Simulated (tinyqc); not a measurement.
A finite superlattice with mass mismatch, transfer matrices: one step of the calculation.

One electron of energy E comes from the left lead (band edge 0); no transverse momentum. Parabolic bands, masses in units of m0, C = hbar^2/(2 m0); psi and psi'/m are continuous at every interface. N periods of a barrier d1 followed by a well Lw; the right lead equals the left one.

Question. Transmission and reflection. The matrix M carries (psi, psi'/m) across the stack, and v = k/m in each lead. psi = 1 + r at the left edge (incident amplitude 1) and t at the right edge. With det M = 1, a = i vR M11 - M21 and b = -vL vR M12 - i vL M22: t = 2 i vL/(a - b), r = -(a + b)/(a - b), T(E) = (vR/vL) |t|^2, R(E) = |r|^2.

M^N:
```
            1             2
1  0.33194395  -0.031954474
2   20.606356     1.0288928
```

vL = 39.454273 1/nm
vR = 39.454273 1/nm

Find: t; r; T(E); R(E).

Answer.

t = 0.5410-0.7088i
r = 0.4502-0.0473i
T(E) = 0.7951
R(E) = 0.2049

T(E) + R(E) = 1: the current is conserved.

Range of the model: Masses are held fixed, although real bands cease to be parabolic a few tenths of an eV from their edges (inside a barrier too).

Numbers from tinyqc (`OMP_NUM_THREADS=1 python tinyqc.py 2560106 2560107 out.jsonl`; about 0.01 s on one thread of a shared Intel Xeon 2.30GHz).
